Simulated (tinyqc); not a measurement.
# Changing the width sigma_m of the model charge

Model: correction of a charged-defect supercell by a model charge and potential alignment (plane-averaged potentials). Computed by tinyqc, a small Python program. Command: `OMP_NUM_THREADS=1 python tinyqc.py 3110616 3110617 out.jsonl align sweep`. One thread of a shared host (Intel(R) Xeon(R) Processor @ 2.30GHz), about 0.02 s of CPU time with the checks.

The "true" defect charge is (1 - x) q in a Gaussian of width sigma plus x q in one of width sigma_t, so the exact answer is known; the correction sees only a single model Gaussian of width sigma_m. A Gaussian of width s has the transform rho(G) = exp(-G^2 s^2/2), normalised to 1. A uniform background cancels q, so G = 0 is left out. Potentials are those felt by a unit positive charge. E_0 is the formation energy of the isolated defect, E_cell its value in the supercell, E_lat = E_iso - E_per of the model charge, C the true less the model potential far from the defect; the exact correction is E_0 - E_cell, and the error of a scheme is E_cell plus its correction less E_0.

Inputs (values chosen for the exercise, with screening close to that of GaAs):
```
quantity,value,unit
defect charge q,-1,e
dielectric constant eps,12.6,-
edge of the cubic cell L,16.9,angstrom
width sigma of the true defect charge,1.5,angstrom
share x of the charge in a wide tail,0.053,-
width sigma_t of the tail,2.4,angstrom
formation energy of the isolated defect E_0,1.07,eV
```

Constants: e^2/(4 pi eps_0) = 14.39964548 eV angstrom.

Method:
- Periodic energy E_per = (2 pi q^2/(eps L^3)) (e^2/(4 pi eps_0)) sum_(G != 0) rho(G)^2/G^2, G = (2 pi/L)(n1, n2, n3), |n_i| <= 16. Isolated energy: two Gaussians of charges q_a, q_b and widths a, b interact by q_a q_b (e^2/(4 pi eps_0 eps)) sqrt(2/pi)/sqrt(a^2 + b^2), and the self-energy is half the sum over pairs.
- Supercell value E_cell = E_0 + E_per - E_iso for the true charge.
- E_lat = E_iso - E_per for the model charge; point-charge value alpha q^2 e^2/(4 pi eps_0 eps 2 L) with alpha = 2.837297.
- Plane-averaged potential at distance z from the defect: V(z) = (4 pi q/(eps L^3)) (e^2/(4 pi eps_0 e)) sum_(m != 0) rho(G_m) cos(G_m z)/G_m^2, G_m = 2 pi m/L, |m| <= 40.
- C = difference at z = L/2; E_corr = E_cell + E_lat - q C. For charges that have died out at L/2, C = (2 pi q/(eps L^3)) (e^2/(4 pi eps_0 e)) (<s^2> - sigma_m^2), <s^2> = (1 - x) sigma^2 + x sigma_t^2.

One run for each value:
```
width sigma_m of the model charge (angstrom),E_lat (eV),alignment C (V),error without alignment (meV),error with alignment (rounded to 1e-4 meV) (meV)
0.84,0.094884,-0.0025736,2.5743,7.00e-04
1.00,0.094446,-0.0021356,2.1363,7.00e-04
1.20,0.093791,-0.0014811,1.4817,7.00e-04
1.30,0.093419,-0.0011091,1.1098,7.00e-04
1.50,0.092586,-0.0002761,0.2767,7.00e-04
1.60,0.092125,0.0001851,-0.1844,7.00e-04
1.80,0.091113,0.0011967,-1.1960,6.00e-04
2.00,0.089983,0.0023268,-2.3266,2.00e-04
```

Over the rows, E_lat (eV) falls from 0.0949 to 0.0900 (exponent d ln y / d ln x -0.027 between the first rows and -0.12 between the last); alignment C (V) rises from -0.00257 to 0.00233; error without alignment (meV) falls from 2.57 to -2.33. E_lat and q C each change with the model width, by 5 and 5 meV over the rows, while the aligned error changes by 0.0 meV.
